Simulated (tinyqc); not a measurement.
Worked calculation: tight binding, dimerised chain. One step of it, computed by the program tinyqc.

Task: Open chain of 3 cells. The same hoppings without the wrap-around bond.

H of the open chain (eV), lower triangle:
```
           1          2          3          4          5         6
1   0.000000
2  -2.210000   0.000000
3   0.000000  -2.240000   0.000000
4   0.000000   0.000000  -2.210000   0.000000
5   0.000000   0.000000   0.000000  -2.240000   0.000000
6   0.000000   0.000000   0.000000   0.000000  -2.210000  0.000000
```

Give: levels; weights of the highest filled level on the sites.

Result:

levels (eV): -4.0084  -2.7704  -0.9720  0.9720  2.7704  4.0084

weights of the highest filled level on the sites: 0.2737  0.0529  0.1733  0.1733  0.0529  0.2737

The bulk gap runs from -0.0300 to 0.0300 eV; no level of this chain lies inside it.
